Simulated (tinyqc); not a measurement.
# Gate work function from the charge

Question. For an undoped double gate, Q = 8 eps0 eps_r Vt beta tan(beta)/ts with 0 < beta < pi/2, and at the source (Vg - dphi)/(2 Vt) - ln[(2/ts) sqrt(2 eps0 eps_r Vt/(q ni))] = ln(beta) - ln(cos beta) + 2 r beta tan(beta), r = eps_r tox/(eox ts). Find beta and dphi.

Values chosen for this exercise; material values close to those of In0.53Ga0.47As: temperature T = 300 K; relative permittivity of the semiconductor eps_r = 14.2; relative permittivity of the gate insulator eox = 7.25; insulator thickness tox = 2.3 nm; body thickness ts = 8 nm; gate voltage Vg = 0.18 V.

Constants: q = 1.602176634e-19 C, kB = 1.380649e-23 J/K, Vt = kB T/q, eps0 = 8.8541878128e-14 F/cm where lengths are in cm. Results are converted to the units shown.

Qs = 9.6482604 nC/cm^2
ni = 7.4894667e11 cm^-3

Answer. beta tan(beta) rises from 0 without bound on the interval, so the charge fixes beta; the second relation is then explicit in dphi. At this charge the surface density passes 0.3 Nc, so the classical Boltzmann model is only formal.

beta = 0.1714
dphi = -0.1200 V

Numbers from tinyqc (`OMP_NUM_THREADS=1 python tinyqc.py 2440066 2440067 out.jsonl`; about 0.01 s on one thread of a shared Intel Xeon 2.30GHz).
